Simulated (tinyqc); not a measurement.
# Changing the dielectric constant eps

Model: formation energy of a charged point defect from supercell energies. Computed by tinyqc, a small Python program. Command: `OMP_NUM_THREADS=1 python tinyqc.py 3019906 3019907 out.jsonl formation sweep`. One thread of a shared host (Intel(R) Xeon(R) Processor @ 2.30GHz), about 0.01 s of CPU time with the checks.

The host is a compound AB. Making the defect adds n_A = 0, n_B = -1 atoms to the cell. All total energies are inputs. E_F is counted from the valence-band maximum (VBM); x = 0 is A-rich and x = 1 B-rich growth.

Inputs (values chosen for the exercise, for a model compound AB):

| quantity | value | unit |
|---|---|---|
| gap E_g | 3.78 | eV |
| E_VBM of the host cell | 4.751 | eV |
| potential alignment dV | -0.077 | eV |
| cell length L | 13.4 | angstrom |
| mu_B of the pure element | -4.022 | eV |
| formation enthalpy dH of AB | -2.23 | eV |
| growth condition x | 0.59 | - |
| Fermi level E_F | 0.921 | eV |
| temperature T | 800 | K |
| site density N_s | 2e+22 | cm^-3 |

Defect: vacancy of B. Supercell lattice: bcc.

charge states q: 0  -1  -2

E(defect, q) - E(host), in the order of q (eV): 5.985  13.492  21.191

Constants: e^2/(4 pi eps_0) = 14.39964548 eV angstrom; k_B = 8.617333262e-05 eV/K.

Method:
- dmu_A = x dH and dmu_B = (1 - x) dH, so that dmu_A + dmu_B = dH; mu = mu(element) + dmu.
- The reservoir term is sum n_i mu_i.
- Image-charge correction of a point charge in a neutralising background: E_corr = q^2 alpha e^2/(4 pi eps_0) / (2 eps L), alpha = 2.888462 for a bcc array with L the cube root of the volume.
- E_f(q, E_F) = [E(defect, q) - E(host)] - sum n_i mu_i + q (E_VBM + dV + E_F) + E_corr(q).
- eps(q/q-1) = E_f(q - 1, 0) - E_f(q, 0).
- E_f(q, E_F) = E_f(q, 0) + q E_F.
- c_q = N_s exp(-E_f(q, E_F)/k_B T), with all degeneracy factors one and no vibrational entropy.

One run for each value:

| dielectric constant eps | level (0/-1) (eV) | level (-1/-2) (eV) | lowest formation energy (eV) |
|---|---|---|---|
| 4.0 | 3.2210 | 4.1890 | 1.0487 |
| 7.1 | 3.0516 | 3.6808 | 1.0487 |
| 9.5 | 2.9964 | 3.5151 | 1.0487 |
| 13.0 | 2.9524 | 3.3831 | 1.0487 |
| 17.0 | 2.9243 | 3.2989 | 1.0487 |
| 22.0 | 2.9035 | 3.2366 | 1.0487 |
| 30.0 | 2.8847 | 3.1802 | 1.0487 |

Give the missing row, dielectric constant eps = 5.3.

Computed row:
```
dielectric constant eps  level (0/-1) (eV)  level (-1/-2) (eV)  lowest formation energy (eV)
5.3                                 3.1258              3.9035                        1.0487
```

Interpolating between the two neighbouring rows (the first column on a logarithmic scale, the others too where they are positive) misses most in level (-1/-2) (eV), by 0.72 %. Over the rows, level (0/-1) (eV) falls from 3.22 to 2.88 (exponent d ln y / d ln x -0.11 between the first rows and -0.021 between the last); level (-1/-2) (eV) falls from 4.19 to 3.18 (exponent d ln y / d ln x -0.25 between the first rows and -0.057 between the last); lowest formation energy (eV) does not change. The cell energies are held while eps moves, so this shows how much hangs on the correction, which scales as q^2/eps; a kink in the lowest E_f marks a level crossing E_F.

Caution (rows 4.00, 5.30): the largest image-charge correction in these energies, q^2 alpha e^2/(8 pi eps_0 eps L) with alpha = 2.888462, exceeds a quarter of the gap; the point-charge term alone is then a rough estimate, usually too large for a charge that is spread out.

Extremes, crossings and ranges named in words are read from the listed rows.
